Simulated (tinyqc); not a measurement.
# Capacitance measurement on a leaky thin oxide: effects of series resistance and leakage: readings against frequency

The device is a capacitance C in parallel with a leakage conductance G, in series with Rs and Ls. An impedance meter reports either a parallel pair (Cp, Gp) from Y = 1/Z = Gp + i w Cp or a series pair (Cs, Rm) from Z = Rm + 1/(i w Cs); w = 2 pi f, dissipation D = Gp/(w |Cp|).

EOT = 3.9 tox/eox; CET = EOT + zc + zp; C = 3.9 eps0 A/CET; G = Jg A/Vs. Z = Rs + i w Ls + 1/(G + i w C); CET read from Cp = 3.9 eps0 A/Cp; errors under 0.001 % are printed as 0.

Inputs (values chosen for the exercise); values of the order met in thin-oxide MOS capacitors:
- eox = 3.9 (relative permittivity of the gate insulator (close to silicon dioxide))
- tox = 1.2 nm (insulator thickness)
- A = 2500 um^2 (gate area)
- zc = 0.55 nm (oxide-equivalent thickness added by the accumulation layer)
- zp = 0 nm (oxide-equivalent thickness added by gate depletion)
- Jg = 0.59 A/cm^2 (gate leakage current density, not matched to the thickness)
- Vs = 0.27 V (voltage for an e-fold rise of the leakage)
- Rs = 12 ohm (series resistance)
- Ls = 300 nH (series inductance)

Constants: eps0 = 8.8541878128e-14 F/cm where lengths are in cm. Results are converted to the units shown.

The same in every row: C (pF) = 49.33.

Readings against frequency:
```
f (Hz)	Cp (pF)	Cs (pF)	D	error of Cp (%)	error of Cs (%)	CET read from Cp (nm)
1000	49.26	1.533e6	176.4	-0.133	3.11e6	1.752
3000	49.26	1.703e5	58.79	-0.133	3.45e5	1.752
10000	49.26	1.537e4	17.64	-0.133	3.11e4	1.752
30000	49.26	1752	5.879	-0.133	3450	1.752
1e5	49.27	202.6	1.764	-0.132	311	1.752
3e5	49.27	66.36	0.5890	-0.128	34.5	1.752
1e6	49.29	50.89	0.1802	-0.0760	3.17	1.751
3e6	49.52	49.76	0.07032	0.381	0.877	1.743
1e7	52.23	52.41	0.05823	5.88	6.24	1.653
3e7	98.03	104.0	0.2477	98.7	111	0.8807
```

What does the table show?

D goes from 176 through a minimum of 0.0582 (at f = 1e7 Hz among the rows listed) to 0.248; without inductance its minimum lies at f = sqrt(G (1 + G Rs)/Rs)/(2 pi C) = 6.89e6 Hz. The error of Cp goes from -0.133 to 98.7 % and that of Cs from 3.11e6 to 111 %; at low frequency Cp tends to C/(1 + G Rs)^2 and Cs grows as 1 + (G/(w C))^2. One of the two readings is within 2 % of C for f = 1000, 3000, 10000, 30000, 1e5, 3e5, 1e6, 3e6 Hz. At the highest frequencies Ls raises both readings, by about w^2 Ls C in relative terms. For f = 1000, 3000, 10000, 30000, 1e5 D exceeds 1, where the accuracy of real meters degrades in proportion to sqrt(1 + D^2).

Numbers from tinyqc (`OMP_NUM_THREADS=1 python tinyqc.py 2022023 2022024 out.jsonl`; about 0.01 s on one thread of a shared Intel Xeon 2.30GHz).
